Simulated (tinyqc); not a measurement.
What moves the results: pi bands of a honeycomb layer in tight binding. A value that a table varies takes the place of the one given here.

Lattice vectors a (1,0) and a (1/2, sqrt3/2); f = exp(i ky a/sqrt3) + 2 cos(kx a/2) exp(-i ky a/(2 sqrt3)), w = |f|. H = [[D - t2 F, -t f], [., -D - t2 F]] with F = w^2 - 3, S = [[1, s0 f], [., 1]]; the levels solve det(H - E S) = 0. K = (4 pi/3a, 0), M = (pi/a, pi/(sqrt3 a)); w = 3, 1, 0 at Gamma, M, K.

Constants: hbar^2/2m0 = 3.80998211 eV angstrom^2.

Parameters, chosen for this exercise (of the size used for graphene; shifted at random, so the results belong to these values and not to a real crystal): a = 2.46 angstrom (lattice constant); t = 3.04 eV (nearest hopping); t2 = 0.06 eV (second-neighbour hopping); s0 = 0 (overlap of neighbours); D = 0 eV (+D on A, -D on B).

## How far the cone holds

Upper and lower levels at distance q from K towards Gamma (-x) and towards M (+x), measured from 3 t2; cone: sqrt(D^2 + (hbar v q)^2), hbar v = (sqrt3/2) a (t + 3 t2 s0).

Levels (eV):

| q (1/angstrom) | cone | upper, to Gamma | lower, to Gamma | upper, to M | lower, to M |
|---|---|---|---|---|---|
| 0.02 | 0.1295 | 0.1303 | -0.1305 | 0.1285 | -0.1287 |
| 0.05 | 0.3238 | 0.3287 | -0.3301 | 0.3172 | -0.3185 |
| 0.10 | 0.6476 | 0.6661 | -0.6719 | 0.6205 | -0.6256 |
| 0.15 | 0.9715 | 1.0108 | -1.0243 | 0.9089 | -0.9198 |
| 0.20 | 1.2953 | 1.3615 | -1.3860 | 1.1815 | -1.2000 |
| 0.30 | 1.9429 | 2.0750 | -2.1325 | 1.6759 | -1.7132 |
| 0.40 | 2.5906 | 2.7953 | -2.9006 | 2.0974 | -2.1561 |
| 0.60 | 3.8859 | 4.2117 | -4.4555 | 2.7025 | -2.8008 |

What does this show?

At q = 0.2 the upper band lies +66 meV from the cone towards Gamma and -114 meV towards M; half their difference, 90 meV, is the trigonal warping, steeper towards Gamma, and their mean, -24 meV, comes from the bending of the band and from t2 or the overlap. All four values stay within 5 % of the cone up to q = 0.1. The electron-hole asymmetry, upper plus lower towards Gamma, is -25 meV at q = 0.2.

## Fermi level against carrier density

hbar v = 6.47648 eV angstrom

Cone with four flavours: n = kF^2/pi, EF = sqrt(D^2 + (hbar v kF)^2), density of states 2 EF/(pi (hbar v)^2), quantum capacitance e^2 times it (1 e^2/(eV angstrom^2) = 1602.177 microF/cm^2), cyclotron mass 2c EF/(hbar v)^2, c = hbar^2/2m0; 1e12/cm^2 = 1e-4/angstrom^2.

Filling:

| n (1e12/cm^2) | kF (1/angstrom) | EF (eV) | Cq (microF/cm^2) | cyclotron mass (m0) |
|---|---|---|---|---|
| 0.10 | 0.00560 | 0.0363 | 0.883 | 0.0066 |
| 0.25 | 0.00886 | 0.0574 | 1.396 | 0.0104 |
| 0.50 | 0.01253 | 0.0812 | 1.974 | 0.0147 |
| 1.00 | 0.01772 | 0.1148 | 2.791 | 0.0209 |
| 2.00 | 0.02507 | 0.1623 | 3.948 | 0.0295 |
| 4.00 | 0.03545 | 0.2296 | 5.583 | 0.0417 |
| 10.00 | 0.05605 | 0.3630 | 8.827 | 0.0659 |
| 20.00 | 0.07927 | 0.5134 | 12.484 | 0.0933 |

How do the results move?

From 1 to 4e12/cm^2 EF rises by a factor 2.000, the square root of four. Capacitance and mass grow in proportion to EF counted from mid-gap, so hardly at all while a large gap term dominates it; in a parabolic band both are constant; Cq is 2.79 microF/cm^2 at 1e12/cm^2, against 3.45 for 1 nm of a dielectric with eps = 3.9.

## What each parameter does

Gap at K, difference at M, and the two levels at Gamma, from (e - E)^2 - D^2 - (t + s0 E)^2 w^2 = 0, e = -t2 (w^2 - 3). Each row changes one parameter from the base and keeps the others.

Results:

| case | gap at K (eV) | difference at M (eV) | lower at Gamma (eV) | upper at Gamma (eV) |
|---|---|---|---|---|
| base | 0.0000 | 6.0800 | -9.4800 | 8.7600 |
| t = 3.192 eV | 0.0000 | 6.3840 | -9.9360 | 9.2160 |
| t2 = 0.11 eV | 0.0000 | 6.0800 | -9.7800 | 8.4600 |
| s0 = 0.03 | 0.0000 | 6.0927 | -8.6972 | 9.6264 |
| D = 0.1 eV | 0.2000 | 6.0833 | -9.4805 | 8.7605 |
| a = 2.5092 angstrom | 0.0000 | 6.0800 | -9.4800 | 8.7600 |

What can be read from the table?

The largest shifts from the base row, up to three for each result and ties (the steps differ in size, so this ranks the rows, not the parameters). gap at K (eV): D +0.2000; unchanged at the printed digits by t, t2, s0 and a. difference at M (eV): t +0.3040, s0 +0.0127, D +0.0033; unchanged at the printed digits by t2 and a. lower at Gamma (eV): s0 +0.7828, t -0.4560, t2 -0.3000; unchanged at the printed digits by a. upper at Gamma (eV): s0 +0.8664, t +0.4560, t2 -0.3000; unchanged at the printed digits by a. At points fixed by symmetry a drops out; the gap at K is 2D whatever the hoppings.

tinyqc: `OMP_NUM_THREADS=1 python tinyqc.py 1481764 1481765 out.jsonl`; about 0.01 s, one thread, shared Intel(R) Xeon(R) Processor @ 2.30GHz.
